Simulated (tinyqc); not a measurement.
What moves the results: free and nearly free electrons in a metal. A value that a table varies takes the place of the one given here.

The cubic cell holds 4 atoms: n = 4 z/a^3, kF = (3 pi^2 n)^(1/3), EF = c kF^2/m, vF = 2 c kF/(m hbar), c = hbar^2/2m0; rs = (3/(4 pi n))^(1/3)/a0; D(EF) = 3 n/(2 EF).

Square wire of width w with grain size w: rho/rho0 = 1/(1 - 3 al/2 + 3 al^2 - 3 al^3 ln(1 + 1/al)) + (3/4) (1 - p) l/w, with al = (l/w) Rg/(1 - Rg) (Mayadas-Shatzkes plus the thick-wire form of Fuchs-Sondheimer); l = hbar kF/(n e^2 rho), e = 1.602176634e-19 C.

Constants: hbar^2/2m0 = 3.80998211 eV angstrom^2; hbar = 6.58211957e-16 eV s; a0 (Bohr radius) = 0.5291772105 angstrom.

Parameters, chosen for this exercise (near those of Al; not measured data): a = 4.057 angstrom (fcc lattice constant); z = 3 (free electrons an atom); m = 1.1 m0 (mass); rho = 2.65 micro-ohm cm (bulk resistivity); p = 0 (specularity of the surfaces); Rg = 0.44 (reflection at grain boundaries); w = 10 nm (wire width).

## Resistivity of narrow wires

Wires:

| w (nm) | al | grain term (factor - 1) | surface term | rho (micro-ohm cm) |
|---|---|---|---|---|
| 200 | 0.059 | 0.087 | 0.056 | 3.03 |
| 100 | 0.118 | 0.172 | 0.113 | 3.40 |
| 50 | 0.237 | 0.338 | 0.226 | 4.14 |
| 30 | 0.394 | 0.556 | 0.377 | 5.12 |
| 20 | 0.592 | 0.825 | 0.565 | 6.33 |
| 14 | 0.845 | 1.169 | 0.807 | 7.89 |
| 10 | 1.183 | 1.625 | 1.130 | 9.95 |
| 7 | 1.690 | 2.305 | 1.614 | 13.03 |

l = 15.06 nm

At 7 nm the resistivity is 4.92 times the bulk value; grain boundaries add more (2.31 from grains, 1.61 from surfaces). It passes twice the bulk value between 30 and 20 nm. The surface formula is meant for w above l = 15 nm, so the rows below that are rough.

## What sets the wire resistivity

All results formed anew. Each row changes one parameter from the base and keeps the others.

Results:

| case | EF (eV) | l (nm) | wire rho (micro-ohm cm) |
|---|---|---|---|
| base | 10.557 | 15.06 | 9.948 |
| a = 4.179 angstrom | 9.949 | 15.98 | 10.388 |
| m = 1.32 m0 | 8.797 | 15.06 | 9.948 |
| rho = 3.18 micro-ohm cm | 10.557 | 12.55 | 10.495 |
| p = 0.3 | 10.557 | 15.06 | 9.050 |
| Rg = 0.308 | 10.557 | 15.06 | 8.114 |
| w = 7 nm | 10.557 | 15.06 | 13.035 |

The largest shifts from the base row, up to three for each result and ties (the steps differ in size, so this ranks the rows, not the parameters). EF (eV): m -1.759, a -0.607; unchanged at the printed digits by rho, p, Rg and w. l (nm): rho -2.51, a +0.92; unchanged at the printed digits by m, p, Rg and w. wire rho (micro-ohm cm): w +3.086, Rg -1.834, p -0.898; unchanged at the printed digits by m. The mass drops out of l at given rho, because vF falls and tau rises by the same factor.

tinyqc: `OMP_NUM_THREADS=1 python tinyqc.py 1650436 1650437 out.jsonl`; about 0.01 s, one thread, shared Intel(R) Xeon(R) Processor @ 2.30GHz.
